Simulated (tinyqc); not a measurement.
Drifting, spreading and decaying minority pulse (Haynes-Shockley), Crank-Nicolson time steps: two steps of the calculation.

Low injection in a uniform field: dn/dt = D d2n/dx2 - v dn/dx - n/tau with D = mu Vt and v = mu F towards +x. Exact solution on an infinite bar for a Gaussian start at x0: n = N0 exp(-t/tau) exp(-(x - x0 - v t)^2/(2 s^2))/sqrt(2 pi s^2), s^2 = s0^2 + 2 D t.

Values chosen for this exercise; mobility close to that of gallium arsenide at room temperature:
```
symbol   value        unit                      meaning
T          300           K                  temperature
mu         401  cm^2/(V s)    minority-carrier mobility
F           15        V/cm  sweep field along the drift
hx          35          um                    mesh step
tau     9.1e-6           s                     lifetime
dt      3.9e-7           s                    time step
```

Constants: q = 1.602176634e-19 C, kB = 1.380649e-23 J/K, Vt = kB T/q. Results are converted to the units shown.

Problem 1. Coefficients of the scheme. Exponentially fitted fluxes: d = F hx/Vt, B(d) = d/(exp(d) - 1), k = D dt/hx^2; (L n)_i = a n_(i-1) + b n_i + c n_(i+1) with a = k B(-d), c = k B(d), b = -a - c - dt/tau. Explicit steps keep n positive for dt up to 1/[(D/hx^2)(B(d) + B(-d)) + 1/tau].

Find: D; v; d; a; b; c; positivity limit of dt.

Solution 1.

D = 10.367 cm^2/s
v = 6015.0 cm/s
d = 2.0308
a = 0.77149
b = -0.91559
c = 0.10124
positivity limit of dt = 4.2596e-7 s

Problem 2. Densities after a time step. (L n)_i = a n_(i-1) + b n_i + c n_(i+1), n = 0 beyond the ends. Crank-Nicolson step: solve n(new) - L n(new)/2 = n + L n/2.

a = 0.77148634
b = -0.91558696
c = 0.10124348

```
node,n at t = 2 dt (1e12 cm^-3)
1,0.0245527
2,0.1690619
3,0.6685894
4,1.5227873
5,2.0520734
6,1.7371223
7,1.0014822
8,0.4390042
9,0.1643418
10,0.0564891
11,0.0184489
12,0.0057553
```

Find: n at t = 3 dt.

Solution 2.

```
node,n at t = 3 dt (1e12 cm^-3)
1,0.0189
2,0.1118
3,0.4098
4,0.9766
5,1.5432
6,1.6780
7,1.3191
8,0.7968
9,0.3961
10,0.1723
11,0.0685
12,0.0251
```

Numbers from tinyqc (`OMP_NUM_THREADS=1 python tinyqc.py 2310101 2310102 out.jsonl`; about 0.01 s on one thread of a shared Intel Xeon 2.30GHz).
